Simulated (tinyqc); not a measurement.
# Six-transistor SRAM cell, nodal equations and margins: effects of single changes

Two cross-coupled inverters (pull-down bn, pull-up bp) hold the nodes Q and QB; access transistors (ba, threshold VTn, gate on the word line at Vdd when selected) join them to the bit lines. Transistor (EKV form, voltages against the body): I = 2 n b Vt^2 [F(vp - Vs) - F(vp - Vd)] from drain to source, F(v) = ln^2(1 + exp(v/(2 Vt))), vp = (Vg - VT + sg |Vd - Vs|)/n. n-channel bodies are at 0; for the p-channel device all voltages are counted down from Vdd. b in uA/V^2 gives I in uA. For an access transistor the bit line is the drain and the node the source. In a read both bit lines are at Vdd. The cell is symmetric (no mismatch).

Values chosen for this exercise: temperature T = 250 K; supply voltage Vdd = 0.8 V; slope factor n = 1.22; drain-induced barrier lowering sg = 0.108; n-channel threshold VTn = 0.28 V; p-channel threshold (magnitude) VTp = 0.42 V; gain factor of the pull-down transistor bn = 310 uA/V^2; gain factor of the access transistor ba = 260 uA/V^2; gain factor of the pull-up transistor bp = 110 uA/V^2.

Constants: q = 1.602176634e-19 C, kB = 1.380649e-23 J/K, Vt = kB T/q. Results are converted to the units shown.

Each table varies one quantity; the others keep the values above.

## Effect of the gain factor of the pull-up transistor

f(x) is the node voltage of one half-cell for input x: In = Ip in hold, In = Ip + Ia in a read. Static noise margin: side of the largest square between the curve (x, f(x)) and its mirror image (f(y), y); with h(c) the root x of f(x) - x = c, it is the maximum over c > 0 of h(c) - h(-c) + c. Q is the low node in a read and Iread the current of its access transistor. The write trip is the voltage to which the bit line of the high node must fall (the other staying at Vdd) for that state to vanish; higher is easier, and a negative value means that a grounded bit line does not write.

Results:

| bp (uA/V^2) | hold margin (mV) | read margin (mV) | Q in a read (mV) | Iread (uA) | write trip (mV) |
|---|---|---|---|---|---|
| 52 | 246.8 | 65.22 | 137.6 | 19.13 | 380.2 |
| 74 | 254.4 | 73.32 | 137.5 | 19.14 | 363.5 |
| 150 | 269.5 | 89.72 | 137.3 | 19.16 | 323.1 |
| 220 | 277.2 | 98.66 | 137.3 | 19.17 | 296.0 |
| 310 | 283.8 | 106.7 | 137.2 | 19.17 | 267.4 |

Estimate the missing row, bp = 110 uA/V^2.

Computed row:

| bp (uA/V^2) | hold margin (mV) | read margin (mV) | Q in a read (mV) | Iread (uA) | write trip (mV) |
|---|---|---|---|---|---|
| 110 | 262.9 | 82.50 | 137.4 | 19.15 | 342.1 |

With this row back in the table: As bp goes from 52 to 310 uA/V^2, the read margin rises from 65.2 to 107 mV, the write trip falls from 380 to 267 mV and Iread stays near 19.2 uA. The read margin is 0.26 of the hold margin in the first row and 0.38 in the last. Read stability and write ability pull in opposite directions. For bp = 52 to 220 uA/V^2 the read margin is under 100 mV, which threshold mismatch, left out here, can use up in a large array.

## Effect of the supply voltage

Same model as above.

Results:

| Vdd (V) | hold margin (mV) | read margin (mV) | Q in a read (mV) | Iread (uA) | write trip (mV) |
|---|---|---|---|---|---|
| 0.4 | 105.5 | 26.11 | 45.73 | 1.277 | 201.0 |
| 0.5 | 148.9 | 45.86 | 66.21 | 3.749 | 225.0 |
| 0.6 | 190.5 | 62.35 | 89.28 | 7.572 | 258.3 |
| 0.85 | 278.2 | 85.09 | 149.6 | 22.86 | 365.4 |
| 1 | 317.8 | 89.30 | 186.5 | 35.89 | 440.2 |

Estimate the missing row, Vdd = 0.7 V.

Computed row:

| Vdd (V) | hold margin (mV) | read margin (mV) | Q in a read (mV) | Iread (uA) | write trip (mV) |
|---|---|---|---|---|---|
| 0.7 | 228.9 | 74.60 | 113.2 | 12.71 | 298.1 |

With this row back in the table: As Vdd goes from 0.4 to 1 V, the read margin rises from 26.1 to 89.3 mV, the write trip rises from 201 to 440 mV and Iread rises from 1.28 to 35.9 uA. The read margin is 0.25 of the hold margin in the first row and 0.28 in the last. In every row the read margin is under 100 mV, which threshold mismatch, left out here, can use up in a large array.

Program tinyqc, `OMP_NUM_THREADS=1 python tinyqc.py 2340060 2340061 out.jsonl`; Intel Xeon 2.30GHz, shared host, one thread, about 0.1 s.
